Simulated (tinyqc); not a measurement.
Tersoff bond-order potential: one step, computed by the program tinyqc.

E = (1/2) sum_(i, j != i) [A exp(-lambda r_ij) - b_ij B exp(-mu r_ij)], b_ij = (1 + (beta zeta_ij)^n)^(-1/(2n)), zeta_ij = sum_(k != i, j) g(theta_ijk), g = 1 + c^2/d^2 - c^2/(d^2 + (h - cos theta)^2), with theta at atom i. Only nearest neighbours count (cut-off function 1 for them, 0 beyond).

Question. The diamond lattice. zeta = 3 g(cos theta = -1/3). With z equal bonds of order b, r = ln(lambda A/(mu b B))/(lambda - mu) and E per atom = -(z/2) b B exp(-mu r)(1 - mu/lambda). a0 = 4 r/sqrt3; B0 = phi''(r)/(3 a0) with phi'' = mu (lambda - mu) b B exp(-mu r), since b does not change under uniform scaling.

Inputs (values chosen for the exercise, modelled on carbon):
```
quantity     value        unit
A           1389.4          eV
B           353.64          eV
lambda      3.4879  1/angstrom
mu          2.2119  1/angstrom
beta      1.62e-07           -
n           0.7238           -
c            37350           -
d            4.404           -
h          -0.5603           -
```

Constants: 1 eV/angstrom^3 = 160.2176634 GPa.

Give: zeta; bond order b; bond length; energy per atom of the diamond lattice; lattice constant a0; bulk modulus B0.

Answer.

zeta = 5.716e+05

bond order b = 0.8927

bond length = 1.518 angstrom

energy per atom of the diamond lattice = -8.036 eV

lattice constant a0 = 3.506 angstrom

bulk modulus B0 = 472.2 GPa
